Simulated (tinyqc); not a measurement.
Microkinetic model of low-temperature epitaxy from hydride gases: adsorption, hydrogen desorption and rate control: one step, computed by the program tinyqc.

Each hydride molecule needs two free sites and leaves four hydrogen atoms, of which two leave at once as H2; theta is the hydrogen coverage, the site density is 6.78 per nm^2 and one layer is 1.358 angstrom thick.

Problem. Coverage and growth rate. With k the hydride and k_H the hydrogen adsorption rate on free pairs and k_d the desorption rate, steady state: 2 (k + k_H)(1 - theta)^2 = k_d theta^2; growth rate R = k (1 - theta)^2 layers/s; 1 layer/s = 8.148 nm/min. With c = 2 (k + k_H)/k_d the free share is 1 - theta = 1/(1 + sqrt(c)).

Inputs (values chosen for the exercise, close to those used for silane and germane, with second-order desorption as on Si(111) but the site density of Si(001)): temperature T = 640 C.

Film: silicon-germanium. Order of hydrogen desorption: second.

k = 0.4479869 1/s

k_H = 0 1/s

k_d = 30.85256 1/s

Give: c; hydrogen coverage theta; growth rate R in layers; growth rate G.

Solution.

c = 0.02904

hydrogen coverage theta = 0.1456

growth rate R in layers = 0.3270 layers/s

growth rate G = 2.665 nm/min

The surface is mostly bare: the arrival of hydride limits growth.
